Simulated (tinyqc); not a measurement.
## A discretised effective-mass wire between two leads, recursive Green functions: effect of the strength of the potential

Finite differences on a grid of step a give a chain with hopping -t, t = C/(m a^2), C = hbar^2/(2 m0), and site energies 2 t + U_i for the N = 8 sites of the device; the semi-infinite leads have site energy 2 t. Each slice is one site, and V = -t couples neighbouring slices.

Sigma = t^2 g(E - 2 t), g(x) = (x - i sqrt(4 t^2 - x^2))/(2 t^2) for |x| < 2 t and (x - sign(x) sqrt(x^2 - 4 t^2))/(2 t^2) otherwise; Gamma = i (Sigma - Sigma^dagger); both leads give the same. Forward pass: g_1 = (E - H_1 - Sigma)^(-1), g_i = (E - H_i - V g_(i-1) V^dagger)^(-1), with Sigma also subtracted on the last slice; G_(i,1) = g_i V G_(i-1,1), starting from g_1. H_i is the block of slice i, its site energy. T(E) = Tr[Gamma G_(N,1) Gamma G_(N,1)^dagger]. All U are multiplied by the factor sc.

Inputs (values chosen for the exercise):
- m = 0.067 m0 (effective mass)
- a = 0.81 nm (grid step)
- U = [0, 0.122, 0.204, 0.245, 0.245, 0.204, 0.122, 0] eV (potential on the sites 1 to N)
- E = 0.161 eV (energy above the band bottom of the leads)

Constants: q = 1.602176634e-19 C, hbar = 1.054571817e-34 J s, m0 = 9.1093837015e-31 kg, hbar^2/(2 m0) = 0.0380998212 eV nm^2. Results are converted to the units shown.

Results:
```
sc	T(E)	reflection, modes - T(E)
0	1.000	0
0.38	0.8722	0.1278
0.75	0.4195	0.5805
1.12	0.1326	0.8674
1.88	0.01479	0.9852
2.25	0.006069	0.9939
2.62	0.002725	0.9973
3	0.001291	0.9987
```

Estimate the missing row, sc = 1.5.

Computed row:
```
sc	T(E)	reflection, modes - T(E)
1.5	0.04150	0.9585
```

With this row back in the table: T(E) falls from 1.00 to 0.00129. At sc = 0 the device equals the leads and transmits all 1 open mode(s). Between the first two non-zero rows the reflection goes as sc^(2.23); weak scattering gives sc^2.

tinyqc, about 0.02 s, one thread, Intel Xeon 2.30GHz (shared host): `OMP_NUM_THREADS=1 python tinyqc.py 2660018 2660019 out.jsonl`
